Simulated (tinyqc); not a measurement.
Thermoelectric coefficients of a parabolic band, Landauer integrals: one step of the calculation.

Bulk parabolic band, x = (E - Ec)/kB T, C = hbar^2/(2 m0), kB T in eV. Modes per area gv m kB T x/(4 pi C) times the back-scattering length l0 x^rr give the transport function s0 X(x), s0 = (2 q^2/h) gv m kB T l0/(4 pi C), X = x^(1 + rr). I_k = int X (x - eta)^k w dx, w = 1/(4 cosh^2((x - eta)/2)).

Problem. The three integrals on a coarse grid. Simpson's rule on nE equally spaced points from xa to xe.

Inputs (values chosen for the exercise):
```
symbol  value  unit                             meaning
rr          0            energy exponent of that length
eta       3.1        reduced Fermi level (EF - Ec)/kB T
xa          0                     lower end of the grid
xe         15                     upper end of the grid
nE         15                        points of the grid
```

Find: x; X; w; X w; I_0, I_1, I_2 on this grid.

Solution.

```
point      x      X         w       X w
0       0.00      0   0.04125         0
1       1.07  1.071    0.1027    0.1101
2       2.14  2.143    0.2005    0.4296
3       3.21  3.214    0.2492    0.8010
4       4.29  4.286    0.1793    0.7682
5       5.36  5.357   0.08576    0.4594
6       6.43  6.429   0.03341    0.2148
7       7.50  7.500   0.01198   0.08986
8       8.57  8.571  0.004170   0.03574
9       9.64  9.643  0.001436   0.01385
10     10.71  10.71  4.929e-4  0.005281
11     11.79  11.79  1.689e-4  0.001991
12     12.86  12.86  5.787e-5  7.441e-4
13     13.93  13.93  1.982e-5  2.761e-4
14     15.00  15.00  6.790e-6  1.019e-4
```

I_0, I_1, I_2 on this grid: 3.148  3.058  11.39

Range of the model: Parabolic bands, elastic scattering and a fixed kL make these model figures, not those of a material.

Program tinyqc, `OMP_NUM_THREADS=1 python tinyqc.py 2800008 2800009 out.jsonl`; Intel Xeon 2.30GHz, shared host, one thread, about 0.08 s.
